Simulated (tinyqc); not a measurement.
Inside a calculation. Method: RKS/LDA (PW92) in the cc-pvdz basis, for He, spin multiplicity 1. Computed by tinyqc, a small Python program that keeps every step (integrals from PySCF). Settings: charge = 0, multiplicity = 1, basis = cc-pvdz, energy threshold = 1e-08, iteration cap = 63, orthogonalisation = canonical, start = atomic densities, DIIS depth = 6, shift = 0.5, method = RKS, functional = lda,pw, grid = [10, 14]. Command: `OMP_NUM_THREADS=1 python tinyqc.py 26696 26697 out.jsonl` (the two numbers bound the seeds that draw the settings). One thread of a shared host (Intel(R) Xeon(R) Processor @ 2.60GHz), about 0.1 s of CPU time with the checks. Later iterations appear only in the table of the cycle.

## One-electron integrals

Geometry (angstrom):
```
atom,x,y,z
He,0.000000,0.000000,0.000000
```

Basis cc-pvdz: exponents (1/bohr^2) and contraction coefficients of normalised primitives:
```
element,l (shell),exponent,coefficient
He,s (1),38.360000,0.040176
He,s (1),5.770000,0.261368
He,s (1),1.240000,0.793071
He,s (2),0.297600,1.000000
He,p (3),1.275000,1.000000
```

Overlap, kinetic and nuclear-attraction integrals over the contracted functions; the nuclear repulsion is the sum of Za Zb / Rab.

nuclear repulsion = 0 hartree

overlap S:
```
,1He 1s,1He 2s,1He 2px,1He 2py,1He 2pz
1He 1s,1.000000,0.634168,0.000000,0.000000,0.000000
1He 2s,0.634168,1.000000,0.000000,0.000000,0.000000
1He 2px,0.000000,0.000000,1.000000,0.000000,0.000000
1He 2py,0.000000,0.000000,0.000000,1.000000,0.000000
1He 2pz,0.000000,0.000000,0.000000,0.000000,1.000000
```

kinetic energy T (hartree):
```
,1He 1s,1He 2s,1He 2px,1He 2py,1He 2pz
1He 1s,2.922435,0.466660,0.000000,0.000000,0.000000
1He 2s,0.466660,0.446400,0.000000,0.000000,0.000000
1He 2px,0.000000,0.000000,3.187500,0.000000,0.000000
1He 2py,0.000000,0.000000,0.000000,3.187500,0.000000
1He 2pz,0.000000,0.000000,0.000000,0.000000,3.187500
```

nuclear attraction V (hartree):
```
,1He 1s,1He 2s,1He 2px,1He 2py,1He 2pz
1He 1s,-4.802688,-2.012449,0.000000,0.000000,0.000000
1He 2s,-2.012449,-1.741071,0.000000,0.000000,0.000000
1He 2px,0.000000,0.000000,-2.402503,0.000000,0.000000
1He 2py,0.000000,0.000000,0.000000,-2.402503,0.000000
1He 2pz,0.000000,0.000000,0.000000,0.000000,-2.402503
```

core Hamiltonian H = T + V (hartree):
```
,1He 1s,1He 2s,1He 2px,1He 2py,1He 2pz
1He 1s,-1.880253,-1.545789,0.000000,0.000000,0.000000
1He 2s,-1.545789,-1.294671,0.000000,0.000000,0.000000
1He 2px,0.000000,0.000000,0.784997,0.000000,0.000000
1He 2py,0.000000,0.000000,0.000000,0.784997,0.000000
1He 2pz,0.000000,0.000000,0.000000,0.000000,0.784997
```

## Two-electron integrals

Functions are numbered as in S; the eight-fold symmetry (ij|kl) = (ji|kl) = (kl|ij) leaves the list below.

Two-electron integrals (ij|kl) in chemists' order, unique and non-zero (hartree):
```
i,j,k,l,(ij|kl)
1,1,1,1,1.543036
2,1,1,1,0.784979
2,1,2,1,0.426774
2,2,1,1,0.803460
2,2,2,1,0.475908
2,2,2,2,0.615562
3,1,3,1,0.177307
3,2,3,1,0.142524
3,2,3,2,0.130008
3,3,1,1,1.099799
3,3,2,1,0.627782
3,3,2,2,0.734404
3,3,3,3,1.040531
4,1,4,1,0.177307
4,2,4,1,0.142524
4,2,4,2,0.130008
4,3,4,3,0.063706
4,4,1,1,1.099799
4,4,2,1,0.627782
4,4,2,2,0.734404
4,4,3,3,0.913119
4,4,4,4,1.040531
5,1,5,1,0.177307
5,2,5,1,0.142524
5,2,5,2,0.130008
5,3,5,3,0.063706
5,4,5,4,0.063706
5,5,1,1,1.099799
5,5,2,1,0.627782
5,5,2,2,0.734404
5,5,3,3,0.913119
5,5,4,4,0.913119
5,5,5,5,1.040531
```

## Orthogonalisation

S = U s U^T; canonical form X = U s^(-1/2), so that X^T S X = 1. Each column of U has its largest component positive (the first on a tie).

eigenvalues of S: 0.365832  1.000000  1.000000  1.000000  1.634168

X:
```
,1,2,3,4,5
1He 1s,1.169079,0.000000,0.000000,0.000000,0.553142
1He 2s,-1.169079,0.000000,0.000000,0.000000,0.553142
1He 2px,0.000000,1.000000,0.000000,0.000000,0.000000
1He 2py,0.000000,0.000000,1.000000,0.000000,0.000000
1He 2pz,0.000000,0.000000,0.000000,1.000000,0.000000
```

Within a degenerate level the vectors are fixed only up to a rotation; this is one choice.

## Starting guess

The start is atomic minimal-basis densities projected into this basis (PySCF's MINAO start) and scaled to the electron count of each spin; this density is not idempotent, so its energy is not variational and may lie below the converged one.

D at the start:
```
,1He 1s,1He 2s,1He 2px,1He 2py,1He 2pz
1He 1s,0.696210,0.608556,0.000000,0.000000,0.000000
1He 2s,0.608556,0.531937,0.000000,0.000000,0.000000
1He 2px,0.000000,0.000000,0.000000,0.000000,0.000000
1He 2py,0.000000,0.000000,0.000000,0.000000,0.000000
1He 2pz,0.000000,0.000000,0.000000,0.000000,0.000000
```

## Iteration 1: exchange-correlation on the grid

Becke grid with 10 radial and 14 angular points per atom, points of zero weight dropped. rho = sum D_ij phi_i phi_j; V_xc,ij = sum w v_xc phi_i phi_j; v_xc is d(rho eps)/d rho.

The 12 grid points with the largest w rho, of 140 (bohr, atomic units):
```
x,y,z,w,rho,eps_xc,v_xc
0.382923,-0.382923,-0.382923,0.175873,0.303223,-0.557803,-0.730982
-0.382923,-0.382923,-0.382923,0.175873,0.303223,-0.557803,-0.730982
-0.382923,0.382923,-0.382923,0.175873,0.303223,-0.557803,-0.730982
0.382923,0.382923,-0.382923,0.175873,0.303223,-0.557803,-0.730982
-0.382923,-0.382923,0.382923,0.175873,0.303223,-0.557803,-0.730982
0.382923,-0.382923,0.382923,0.175873,0.303223,-0.557803,-0.730982
-0.382923,0.382923,0.382923,0.175873,0.303223,-0.557803,-0.730982
0.382923,0.382923,0.382923,0.175873,0.303223,-0.557803,-0.730982
0.000000,-0.663242,0.000000,0.156331,0.303223,-0.557803,-0.730982
-0.663242,0.000000,0.000000,0.156331,0.303223,-0.557803,-0.730982
0.000000,0.000000,-0.663242,0.156331,0.303223,-0.557803,-0.730982
0.000000,0.663242,0.000000,0.156331,0.303223,-0.557803,-0.730982
```

electrons on the grid, sum of w rho = 1.998258

E_xc = sum of w rho eps_xc = -0.99227942 hartree

V_xc (hartree):
```
,1He 1s,1He 2s,1He 2px,1He 2py,1He 2pz
1He 1s,-0.836352,-0.417438,0.000000,0.000000,0.000000
1He 2s,-0.417438,-0.394818,0.000000,0.000000,0.000000
1He 2px,0.000000,0.000000,-0.577578,0.000000,0.000000
1He 2py,0.000000,0.000000,0.000000,-0.577578,0.000000
1He 2pz,0.000000,0.000000,0.000000,0.000000,-0.577578
```

## Iteration 1: building the Kohn-Sham matrix

J_ij = sum D_kl (ij|kl); F = H + J + V_xc; E = tr D H + tr D J / 2 + E_xc + E_nn.

Coulomb J (hartree):
```
,1He 1s,1He 2s,1He 2px,1He 2py,1He 2pz
1He 1s,2.457075,1.319096,0.000000,0.000000,0.000000
1He 2s,1.319096,1.466050,0.000000,0.000000,0.000000
1He 2px,0.000000,0.000000,1.920428,0.000000,0.000000
1He 2py,0.000000,0.000000,0.000000,1.920428,0.000000
1He 2pz,0.000000,0.000000,0.000000,0.000000,1.920428
```

Kohn-Sham matrix F (hartree):
```
,1He 1s,1He 2s,1He 2px,1He 2py,1He 2pz
1He 1s,-0.259530,-0.644131,0.000000,0.000000,0.000000
1He 2s,-0.644131,-0.223439,0.000000,0.000000,0.000000
1He 2px,0.000000,0.000000,2.127848,0.000000,0.000000
1He 2py,0.000000,0.000000,0.000000,2.127848,0.000000
1He 2pz,0.000000,0.000000,0.000000,0.000000,2.127848
```

total energy of this density = -2.82342472 hartree

This density is the starting one; it is not idempotent, so its energy is not variational and may lie below the converged one.

## Iteration 1: diagonalisation and new density

A level shift of 0.5 hartree raises the virtual space: F + shift (S - S D(s) S), with D(s) the density of one spin (D/2). Diagonalise F' = X^T F X, C = X C', fill 1 alpha and 1 beta electrons from the bottom; D = 2 C_occ C_occ^T. Each column has its largest component positive (the first on a tie).

F' = X^T F X (hartree):
```
,1,2,3,4,5
1,1.600127,0.000000,0.000000,0.000000,-0.039216
2,0.000000,2.627848,0.000000,0.000000,0.000000
3,0.000000,0.000000,2.627848,0.000000,0.000000
4,0.000000,0.000000,0.000000,2.627848,0.000000
5,-0.039216,0.000000,0.000000,0.000000,-0.541432
```

orbital energies (hartree): MO1 -0.542150, MO2 1.600845, MO3 2.627848, MO4 2.627848, MO5 2.627848

coefficients C:
```
,MO1,MO2,MO3,MO4,MO5
1He 1s,0.574447,-1.158760,0.000000,0.000000,0.000000
1He 2s,0.531652,1.179007,0.000000,0.000000,0.000000
1He 2px,0.000000,0.000000,-0.162975,-0.116137,0.979771
1He 2py,0.000000,0.000000,0.254228,0.954572,0.155438
1He 2pz,0.000000,0.000000,0.953314,-0.274418,0.126046
```

D after iteration 1:
```
,1He 1s,1He 2s,1He 2px,1He 2py,1He 2pz
1He 1s,0.659978,0.610812,0.000000,0.000000,0.000000
1He 2s,0.610812,0.565308,0.000000,0.000000,0.000000
1He 2px,0.000000,0.000000,0.000000,0.000000,0.000000
1He 2py,0.000000,0.000000,0.000000,0.000000,0.000000
1He 2pz,0.000000,0.000000,0.000000,0.000000,0.000000
```

Within a degenerate level the vectors are fixed only up to a rotation; this is one choice.

## Iteration 2: exchange-correlation on the grid

As before.

The 12 grid points with the largest w rho, of 140 (bohr, atomic units):
```
x,y,z,w,rho,eps_xc,v_xc
0.382923,-0.382923,-0.382923,0.175873,0.298834,-0.555284,-0.727655
0.382923,0.382923,-0.382923,0.175873,0.298834,-0.555284,-0.727655
0.382923,-0.382923,0.382923,0.175873,0.298834,-0.555284,-0.727655
0.382923,0.382923,0.382923,0.175873,0.298834,-0.555284,-0.727655
-0.382923,0.382923,0.382923,0.175873,0.298834,-0.555284,-0.727655
-0.382923,-0.382923,-0.382923,0.175873,0.298834,-0.555284,-0.727655
-0.382923,0.382923,-0.382923,0.175873,0.298834,-0.555284,-0.727655
-0.382923,-0.382923,0.382923,0.175873,0.298834,-0.555284,-0.727655
0.687448,0.687448,-0.687448,0.855604,0.055115,-0.330047,-0.430764
0.687448,0.687448,0.687448,0.855604,0.055115,-0.330047,-0.430764
0.687448,-0.687448,0.687448,0.855604,0.055115,-0.330047,-0.430764
0.687448,-0.687448,-0.687448,0.855604,0.055115,-0.330047,-0.430764
```

electrons on the grid, sum of w rho = 1.998366

E_xc = sum of w rho eps_xc = -0.97715483 hartree

V_xc (hartree):
```
,1He 1s,1He 2s,1He 2px,1He 2py,1He 2pz
1He 1s,-0.830771,-0.415982,0.000000,0.000000,0.000000
1He 2s,-0.415982,-0.396117,0.000000,0.000000,0.000000
1He 2px,0.000000,0.000000,-0.576918,0.000000,0.000000
1He 2py,0.000000,0.000000,0.000000,-0.576918,0.000000
1He 2pz,0.000000,0.000000,0.000000,0.000000,-0.576918
```

## Iteration 2: building the Kohn-Sham matrix

As before.

Coulomb J (hartree):
```
,1He 1s,1He 2s,1He 2px,1He 2py,1He 2pz
1He 1s,2.431521,1.308461,0.000000,0.000000,0.000000
1He 2s,1.308461,1.459628,0.000000,0.000000,0.000000
1He 2px,0.000000,0.000000,1.907921,0.000000,0.000000
1He 2py,0.000000,0.000000,0.000000,1.907921,0.000000
1He 2pz,0.000000,0.000000,0.000000,0.000000,1.907921
```

Kohn-Sham matrix F (hartree):
```
,1He 1s,1He 2s,1He 2px,1He 2py,1He 2pz
1He 1s,-0.279503,-0.653309,0.000000,0.000000,0.000000
1He 2s,-0.653309,-0.231161,0.000000,0.000000,0.000000
1He 2px,0.000000,0.000000,2.116000,0.000000,0.000000
1He 2py,0.000000,0.000000,0.000000,2.116000,0.000000
1He 2pz,0.000000,0.000000,0.000000,0.000000,2.116000
```

total energy of this density = -2.82417155 hartree

## Iteration 2: DIIS over 2 matrices

error matrix X^T (FDS - SDF) X:
```
,1,2,3,4,5
1,0.000000,0.000000,0.000000,0.000000,-0.002315
2,0.000000,0.000000,0.000000,0.000000,0.000000
3,0.000000,0.000000,0.000000,0.000000,0.000000
4,0.000000,0.000000,0.000000,0.000000,0.000000
5,0.002315,0.000000,0.000000,0.000000,0.000000
```

B (overlaps of the stored error matrices):
```
,1,2
1,6.6658606e-03,-2.6734439e-04
2,-2.6734439e-04,1.0722250e-05
```

Minimise |sum c_i e_i|^2 with sum c_i = 1: solve [B -1; -1 0][c; lambda] = [0; -1] with B_ij = tr e_i^T e_j, and take F = sum c_i F_i.

DIIS coefficients: 0.038560  0.961440

extrapolated F (hartree):
```
,1He 1s,1He 2s,1He 2px,1He 2py,1He 2pz
1He 1s,-0.278733,-0.652956,0.000000,0.000000,0.000000
1He 2s,-0.652956,-0.230863,0.000000,0.000000,0.000000
1He 2px,0.000000,0.000000,2.116456,0.000000,0.000000
1He 2py,0.000000,0.000000,0.000000,2.116456,0.000000
1He 2pz,0.000000,0.000000,0.000000,0.000000,2.116456
```

## Iteration 2: diagonalisation and new density

As before.

F' = X^T F X (hartree):
```
,1,2,3,4,5
1,1.588194,0.000000,0.000000,0.000000,-0.040106
2,0.000000,2.616456,0.000000,0.000000,0.000000
3,0.000000,0.000000,2.616456,0.000000,0.000000
4,0.000000,0.000000,0.000000,2.616456,0.000000
5,-0.040106,0.000000,0.000000,0.000000,-0.555316
```

orbital energies (hartree): MO1 -0.556066, MO2 1.588944, MO3 2.616456, MO4 2.616456, MO5 2.616456

coefficients C:
```
,MO1,MO2,MO3,MO4,MO5
1He 1s,0.574908,-1.158531,0.000000,0.000000,0.000000
1He 2s,0.531183,1.179219,0.000000,0.000000,0.000000
1He 2px,0.000000,0.000000,-0.409751,0.603808,-0.683755
1He 2py,0.000000,0.000000,-0.617407,0.368210,0.695148
1He 2pz,0.000000,0.000000,0.671501,0.706992,0.221921
```

D after iteration 2:
```
,1He 1s,1He 2s,1He 2px,1He 2py,1He 2pz
1He 1s,0.661037,0.610762,0.000000,0.000000,0.000000
1He 2s,0.610762,0.564311,0.000000,0.000000,0.000000
1He 2px,0.000000,0.000000,0.000000,0.000000,0.000000
1He 2py,0.000000,0.000000,0.000000,0.000000,0.000000
1He 2pz,0.000000,0.000000,0.000000,0.000000,0.000000
```

Within a degenerate level the vectors are fixed only up to a rotation; this is one choice.

## Iteration 5 (converged): orbitals

converged F (hartree):
```
,1He 1s,1He 2s,1He 2px,1He 2py,1He 2pz
1He 1s,-0.278743,-0.652960,0.000000,0.000000,0.000000
1He 2s,-0.652960,-0.230867,0.000000,0.000000,0.000000
1He 2px,0.000000,0.000000,2.116451,0.000000,0.000000
1He 2py,0.000000,0.000000,0.000000,2.116451,0.000000
1He 2pz,0.000000,0.000000,0.000000,0.000000,2.116451
```

Diagonalise F' = X^T F X, C = X C', fill 1 alpha and 1 beta electrons from the bottom; D = 2 C_occ C_occ^T. Each column has its largest component positive (the first on a tie).

F' = X^T F X (hartree):
```
,1,2,3,4,5
1,1.088354,0.000000,0.000000,0.000000,-0.030960
2,0.000000,2.116451,0.000000,0.000000,0.000000
3,0.000000,0.000000,2.116451,0.000000,0.000000
4,0.000000,0.000000,0.000000,2.116451,0.000000
5,-0.030960,0.000000,0.000000,0.000000,-0.555491
```

orbital energies (hartree): MO1 -0.556074, MO2 1.088937, MO3 2.116451, MO4 2.116451, MO5 2.116451

coefficients C:
```
,MO1,MO2,MO3,MO4,MO5
1He 1s,0.575051,-1.158460,0.000000,0.000000,0.000000
1He 2s,0.531037,1.179284,0.000000,0.000000,0.000000
1He 2px,0.000000,0.000000,0.078471,0.986346,-0.144789
1He 2py,0.000000,0.000000,0.239105,0.122376,0.963251
1He 2pz,0.000000,0.000000,0.967818,-0.110207,-0.226237
```

D after iteration 5:
```
,1He 1s,1He 2s,1He 2px,1He 2py,1He 2pz
1He 1s,0.661366,0.610747,0.000000,0.000000,0.000000
1He 2s,0.610747,0.564002,0.000000,0.000000,0.000000
1He 2px,0.000000,0.000000,0.000000,0.000000,0.000000
1He 2py,0.000000,0.000000,0.000000,0.000000,0.000000
1He 2pz,0.000000,0.000000,0.000000,0.000000,0.000000
```

Within a degenerate level the vectors are fixed only up to a rotation; this is one choice.

## Convergence

Stop when the energy changes by less than 1e-08 hartree and every element of the error matrix X^T (F D S - S D F) X is below 3e-05.

Course of the cycle:
```
iteration,E (hartree),change,largest element of the error matrix
1,-2.82342472,-,5.77e-02
2,-2.82417155,-7.47e-04,2.32e-03
3,-2.82417269,-1.14e-06,5.40e-04
4,-2.82417275,-6.19e-08,1.26e-04
5,-2.82417275,-3.38e-09,2.98e-05
```

PySCF RKS in the same basis, fine grid = -2.82631962 hartree

Converged in 5 iterations. The coarse grid moves the energy by +2.15e-03 hartree.

## Populations

Mulliken: Z minus the diagonal of D S on the atom; Loewdin: the same with S^(1/2) D S^(1/2).

Charges (e):
```
atom,Mulliken,Loewdin
1He,0.000000,0
```
